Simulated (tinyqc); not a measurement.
Drift layer from breakdown voltage and on-resistance.

Problem. An ideal drift layer with a triangular field at breakdown has BV = Ec W/2, N = eps0 eps_r Ec/(q W) and Ron = W/(q mu N). Find Ec, W and N.

Inputs (values chosen for the exercise): relative permittivity eps_r = 9.63; electron mobility of the drift layer mu = 930 cm^2/(V s).

Constants: q = 1.602176634e-19 C, eps0 = 8.8541878128e-14 F/cm where lengths are in cm. Results are converted to the units shown.

BV = 3107.7648 V
Ron = 3.0760076 mohm cm^2

Answer. Eliminating W and N gives Ron = 4 BV^2/(eps0 eps_r mu Ec^3), which yields Ec.

Ec = 2511 kV/cm
W = 24.75 um
N = 5.400e15 cm^-3

tinyqc, about 0.1 s, one thread, Intel Xeon 2.30GHz (shared host): `OMP_NUM_THREADS=1 python tinyqc.py 2120116 2120117 out.jsonl`
